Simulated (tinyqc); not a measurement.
From a target to a composition: model-solid line-up of a strained alloy layer on a substrate.

Problem. A layer of the alloy is strained to the substrate, and its gap (Ec minus the top valence edge) is given. Find x between 0.09 and 0.90, where the gap is monotonic.

All values of the alloy are linear in x but the gap, Eg(x) = (1 - x) Eg_A + x Eg_B - C x (1 - x), and the valence edge, Ev(x) = (1 - x) Ev_A + x Ev_B + fv C x (1 - x); Ec = Ev + Eg. Ev is the top of the unstrained valence band on a scale common to all materials. In the layer only the Gamma valley of the conduction band is followed, also where an X or L valley would lie lower.

Coherent growth on a (001) face: e_par = (a_s - a)/a, e_perp = -2 (C12/C11) e_par; exx = eyy = e_par, ezz = e_perp, no shear.

Strained edges: Ec + ac tr(e); the valence edges are Ev plus the levels of the 6 x 6 matrix of X, Y, Z times spin with -Dso/3 + l exx + m (eyy + ezz) on the diagonal (cyclic), n exy off it, l = av + 2 b, m = av - b, n = sqrt(3) d. Spin-orbit term (Dso/3) L.sigma on X, Y, Z with (L_k)_ij = -i epsilon_kij: <X+|H|Y+> = -i Dso/3, <X+|H|Z-> = Dso/3, <Y+|H|Z-> = -i Dso/3, <Z+|H|X-> = -Dso/3, <Z+|H|Y-> = i Dso/3, <X-|H|Y-> = i Dso/3, and their conjugates; + and - are the spin along z.

Parameters, chosen for this exercise (A near GaP, B near InP, substrate near GaAs; not measured data): a = (5.45, 5.862) angstrom (lattice constant of A, B); Eg = (2.908, 1.428) eV (gap at Gamma to the s-like level of A, B); Dso = (0.079, 0.108) eV (spin-orbit splitting of A, B); Ev = (-1.26, -0.94) eV (top of the unstrained valence band of A, B); ac = (-8.2, -5.99) eV (conduction deformation potential of A, B); av = (1.71, 0.6) eV (valence hydrostatic potential of A, B); b = (-1.6, -2) eV (tetragonal shear potential of A, B); d = (-4.64, -4.94) eV (trigonal shear potential of A, B); C11 = (140.5, 99.7) GPa (of A, B); C12 = (62.7, 56.6) GPa (of A, B); C44 = (71, 45.7) GPa (of A, B); C = 0.773 eV (bowing of the gap); fv = 0.2 (share of the bowing taken by the valence edge); a_s = 5.65 angstrom (substrate); face = 001 (growth face).

strained gap = 2.181346 eV

Find: x; e_par; gap of the relaxed alloy.

Solution. Bisect on x; the strained gap is 2.2370 eV at x = 0.09 and 1.5678 eV at x = 0.90.

x = 0.170
e_par = 2.354 %
gap of the relaxed alloy = 2.547 eV

(tinyqc, `OMP_NUM_THREADS=1 python tinyqc.py 1081285 1081286 out.jsonl`, Intel(R) Xeon(R) Processor @ 2.30GHz, 1 thread, shared host, about 0.01 s.)
